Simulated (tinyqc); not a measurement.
Ion implantation: universal nuclear stopping, Lindhard-Scharff electronic stopping and a Gaussian range profile. Changing the ion energy E. Computed by tinyqc, a small Python program. Command: `OMP_NUM_THREADS=1 python tinyqc.py 3012537 3012538 out.jsonl implant sweep`. One thread of a shared host (Intel(R) Xeon(R) Processor @ 2.30GHz), about 0.1 s of CPU time with the checks.

An ion slows by elastic collisions with screened nuclei and by friction with electrons; channelling is ignored and the target is uniform.

Inputs (values chosen for the exercise, modelled on phosphorus ions in silicon):
```
quantity                                 value    unit
ion atomic number Z1                        15       -
ion mass M1                                 31       u
target atomic number Z2                     14       -
target mass M2                           28.09       u
target density N                         49.94  1/nm^3
scale factor of electronic stopping k        1       -
dose Q                                 2.7e+15  1/cm^2
background C_B                         1.2e+16  1/cm^3
displacement energy E_d                     15      eV
```

Method:
- Reduced energy eps = 32.53 M2 E/(Z1 Z2 (M1 + M2)(Z1^0.23 + Z2^0.23)), E in keV; s_n = ln(1 + 1.1383 eps)/(2 (eps + 0.01321 eps^0.21226 + 0.19593 eps^0.5)) for eps up to 30 and ln(eps)/(2 eps) above; S_n = 8.462 Z1 Z2 M1 s_n/((M1 + M2)(Z1^0.23 + Z2^0.23)) in 1e-15 eV cm^2.
- S_e = k 3.83 Z1^(7/6) Z2/(Z1^(2/3) + Z2^(2/3))^(3/2) sqrt(E/M1) in 1e-15 eV cm^2, E in keV.
- Path length R = int_0^E dE'/(N (S_n + S_e)); energy lost to nuclei nu = int_0^E S_n/(S_n + S_e) dE' (both with E' = E y^3 and 64 Gauss-Legendre points in y).
- Estimates of Lindhard type: R_p = R/(1 + M2/(3 M1)), straggle dR_p = (2/3) R_p sqrt(M1 M2)/(M1 + M2).
- C(x) = C_p exp(-(x - R_p)^2/(2 dR_p^2)) with C_p = Q/(sqrt(2 pi) dR_p), 1 nm = 1e-7 cm; the profile falls to the background at x_j = R_p + dR_p sqrt(2 ln(C_p/C_B)); the peak atomic fraction is C_p/N.
- Kinchin-Pease count with efficiency 0.8: N_d = 0.8 nu/(2 E_d), taking all of nu as damage energy (an upper estimate, as recoils also lose energy to electrons). Spread over a depth R_p + dR_p, displacements per atom = Q N_d/(N (R_p + dR_p)).

One run for each value; columns: (1) ion energy E (keV); (2) projected range R_p (nm); (3) peak concentration C_p (1/cm^3); (4) energy lost to nuclei nu (keV); (5) depth x_j where C falls to C_B (nm); (6) displacements per atom:
```
(1)    (2)        (3)    (4)   (5)    (6)
2      7.3  4.440e+21    1.8    20  2.689
4     11.1  2.920e+21    3.6    29  3.492
8     17.6  1.843e+21    7.0    46  4.322
16    29.1  1.112e+21   13.6    75  5.052
32    50.6  6.394e+20   25.8   129  5.519
63    91.0  3.557e+20   46.9   228  5.572
130  176.4  1.834e+20   83.8   434  5.140
250  322.2  1.004e+20  132.0   778  4.432
500  592.5  5.460e+19  195.4  1402  3.567
```

Over the rows, projected range R_p (nm) rises from 7.29 to 593 (exponent d ln y / d ln x 0.60 between the first rows and 0.88 between the last); peak concentration C_p (1/cm^3) falls from 4.44e21 to 5.46e19 (exponent d ln y / d ln x -0.60 between the first rows and -0.88 between the last); energy lost to nuclei nu (keV) rises from 1.81 to 195 (exponent d ln y / d ln x 0.98 between the first rows and 0.57 between the last). The share of energy given to nuclei falls from 0.91 to 0.39 as electronic stopping grows. C_p is inverse to the straggle, which these estimates tie to R_p.

Caution (rows 2.00, 4.00): the peak exceeds 5 atomic %, where sputtering and the changed target matter. Caution (all rows): above a few tenths of a displacement per atom cascades overlap, so the count overstates new damage; heavy ions turn silicon and germanium amorphous at such levels, while light ions such as boron and metal targets anneal much of the damage. Caution (rows 250, 500): the estimates of R_p and dR_p assume mainly nuclear stopping and an ion not much lighter than the target; here they are rough, and for light ions in heavy targets the straggle can be low by a factor of two or more.

Extremes, crossings and ranges named in words are read from the listed rows.
